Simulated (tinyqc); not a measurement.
MOSFET in saturation, small-signal circuit and noise: two steps of the calculation.

Bias by the inversion coefficient IC = I/Ispec (charge-based model with velocity saturation; weak inversion below 0.1, strong above 10). Common-source circuit: gm, gds, Cgs, Cgd and Cj at the inner nodes, Rg in series with the gate; quasi-static, no source or drain resistance, no gate-body capacitance, no substrate network, no induced gate noise, so fmax is an upper estimate.

Parameters, values chosen for the exercise:

| symbol | value | unit | meaning |
|---|---|---|---|
| L | 350 | nm | gate length |
| W | 80 | um | total gate width |
| Cox | 1.63 | uF/cm^2 | gate capacitance |
| Cov | 0.33 | fF/um | overlap and fringe capacitance per side |
| Cj | 0.37 | fF/um | drain junction capacitance |
| Rsh | 10 | ohm | sheet resistance of the gate |
| Wf | 0.5 | um | finger width |
| Rc | 300 | ohm um | gate contact and vertical resistance |
| IC | 0.18 |  | inversion coefficient |
| f | 0.2 | GHz | signal frequency |

Problem 1. Capacitances, gate resistance and cut-off frequencies. qs = [sqrt(1 + 4 IC) - 1]/2, Cgs = Cox W L qs (2 qs + 3)/(3 (qs + 1)^2) + Cov W, Cgd = Cov W, Cd = Cj W, Rg = Rsh (Wf/L)/(12 Nf) + Rc/W with Nf = W/Wf fingers (not rounded) contacted at both ends. fT = gm/(2 pi (Cgs + Cgd)), fmax = fT/(2 sqrt(Rg (gds + 2 pi fT Cgd))).

gm = 0.53861252 mS
gds = 0.0080791877 mS

Give: Cgs; Cgd; Cd; Rg; fT; fmax.

Solution 1.

Cgs = 85.140 fF
Cgd = 26.400 fF
Cd = 29.600 fF
Rg = 3.7574 ohm
fT = 0.76854 GHz
fmax = 17.026 GHz

Overlap and fringe make up 47.3 % of the gate capacitance; fmax is 22.2 times fT.

Problem 2. Current gain and unilateral power gain. |h21| = |Y21/Y11|; U = |Y21 - Y12|^2/(4 [Re Y11 Re Y22 - Re Y12 Re Y21]). Extrapolated at 20 dB a decade: f |h21| and f sqrt(U).

Y with Rg (mS):
```
                            1                            2
1  0.0000738201+0.1401654824i  -0.0000174722-0.0331752092i
2  0.5385948935-0.0334588767i   0.0080833585+0.0704388134i
```

Give: |h21|; U; f |h21|; f sqrt(U).

Solution 2.

|h21| = 3.8500
U = 7247.4
f |h21| = 0.76999 GHz
f sqrt(U) = 17.026 GHz

Numbers from tinyqc (`OMP_NUM_THREADS=1 python tinyqc.py 2150112 2150113 out.jsonl`; about 0.01 s on one thread of a shared Intel Xeon 2.30GHz).
